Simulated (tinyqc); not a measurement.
Planar ballistic transistor, top-of-the-barrier model: effect of the drain control CD/CS.

At the top of the source barrier, states moving towards the drain are filled by the source (Fermi level 0) and states moving back by the drain (Fermi level -q Vd); nothing scatters. U is the shift of the band edge there, set by the capacitances CG, CD and CS (the total) and by the charge. Parabolic two-dimensional band; the source is grounded.

N0 = gv m kB T/(pi hbar^2), CG = eps0 eox/tox, vT = sqrt(2 kB T/(pi m)), CS = CG/aG, n0 = n at U = 0 and Vd = 0. eta1 = -(E0 + U)/Vt, eta2 = eta1 - Vd/Vt, n = (N0/2)[F_0(eta1) + F_0(eta2)], F_0(x) = ln(1 + exp x). U = UL + q (n - n0)/CS with UL = -(aG Vg + aD Vd), energies in eV. I = q (N0/2) vT [F_(1/2)(eta1) - F_(1/2)(eta2)] per width, F_(1/2)(x) = (2/sqrt(pi)) int_0^infinity u^(1/2)/(1 + exp(u - x)) du. CQ = (q/Vt) dn/d(eta1). E0 is held fixed.

Values chosen for this exercise; mass and valleys close to those of gallium arsenide: temperature T = 300 K; effective mass m = 0.0693 m0; valley degeneracy gv = 1; relative permittivity of the gate insulator eox = 3.9; insulator thickness tox = 3.4 nm; gate control CG/CS aG = 0.94; band edge at the barrier top above the source Fermi level at zero bias E0 = 0.39 eV; gate voltage Vg = 0.4 V; drain voltage Vd = 0.4 V.

Constants: q = 1.602176634e-19 C, kB = 1.380649e-23 J/K, hbar = 1.054571817e-34 J s, m0 = 9.1093837015e-31 kg, Vt = kB T/q, eps0 = 8.8541878128e-14 F/cm where lengths are in cm. Results are converted to the units shown.

Effect of the drain control CD/CS:
```
aD        eta1  n (cm^-2)  I (uA/um)  mean velocity I/(q n) (cm/s)   CQ/CS
0       -1.138   1.040e11      35.46                       2.128e7  0.5208
0.008   -1.058   1.115e11      38.14                       2.134e7  0.5533
0.015  -0.9885   1.184e11      40.58                       2.140e7  0.5821
0.023  -0.9111   1.265e11      43.48                       2.146e7  0.6155
0.031  -0.8352   1.348e11      46.51                       2.153e7  0.6494
0.039  -0.7610   1.435e11      49.65                       2.160e7  0.6835
0.046  -0.6972   1.512e11      52.49                       2.166e7  0.7135
0.054  -0.6257   1.603e11      55.84                       2.174e7  0.7480
```

Read the table: what changes, and by how much?

As aD goes from 0 to 0.054, n rises from 1.04e11 to 1.60e11 cm^-2, the mean velocity rises from 2.13e7 to 2.17e7 cm/s and the current rises from 35.5 to 55.8 uA/um. CQ/CS goes from 0.52 to 0.75.

tinyqc, about 0.01 s, one thread, Intel Xeon 2.30GHz (shared host): `OMP_NUM_THREADS=1 python tinyqc.py 2400043 2400044 out.jsonl`
